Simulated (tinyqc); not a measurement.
# Worked calculation: voltage acceleration of oxide breakdown, four models on the same data

tinyqc, about 0.01 s, one thread, Intel Xeon 2.30GHz (shared host): `OMP_NUM_THREADS=1 python tinyqc.py 2070154 2070155 out.jsonl` Printed values are rounded.

Field E = V/tox in MV/cm. Models: ln(t63/1 s) = a - c X with X = E (E model), -1/E (1/E model), ln V (power law, c the exponent n) or sqrt(E).

Inputs (values chosen for the exercise):
- tox = 4 nm (oxide thickness)
- Vu = 1.8 V (use voltage)
- Ts = 398 K (stress temperature)
- Tu = 328 K (use temperature)
- Ea = 0.41 eV (activation energy)
- ks = 3.1e-5 (factor for area and percentile)

Constants: q = 1.602176634e-19 C, kB = 1.380649e-23 J/K. Results are converted to the units shown.

Range of the model: All four laws are empirical fits; none is established far below the stress range.

## Fitting the models

| stress | V (V) | t63 (s) |
|---|---|---|
| 0 | 3.14 | 4672 |
| 1 | 3.48 | 300 |
| 2 | 4.12 | 1.709 |

The three stress times were made with the E model, c = 3.23, and are treated as data. For each model fit ln t63 on X by least squares over the three points.

| model | c | a | largest misfit in ln t63 (0: below 0.002) |
|---|---|---|---|
| E | 3.22997 | 33.8045 | 0.000000 |
| 1/E | 263.121 | -24.8731 | 0.333018 |
| power | 29.2791 | 42.0526 | 0.163187 |
| sqrt E | 19.4702 | 63.0520 | 0.080591 |

The worst misfit of any model is 0.33 in ln t63, a factor of 1.40 in time, comparable to the scatter of t63 from small samples, so such data hardly tell the models apart.

## Projection to use conditions

Project to Vu, multiply by exp[(Ea q/kB)(1/Tu - 1/Ts)] and by ks; ten years are 3.15576e8 s. The largest voltage for ten years solves the same relation for V.

temperature factor = 12.8231

| model | lifetime (years) | largest voltage for ten years (V) |
|---|---|---|
| E | 0.00294423 | 0.793117 |
| 1/E | 4918.42 | 2.01343 |
| power | 0.775000 | 1.64944 |
| sqrt E | 0.0351502 | 1.34117 |

The lifetimes span 6.22 decades, from the E model (most cautious) to the 1/E model; the allowed voltage spans 0.793 to 2.01 V. 1 of the four models pass ten years at Vu. Lifetimes beyond a thousand years are formal extrapolations.
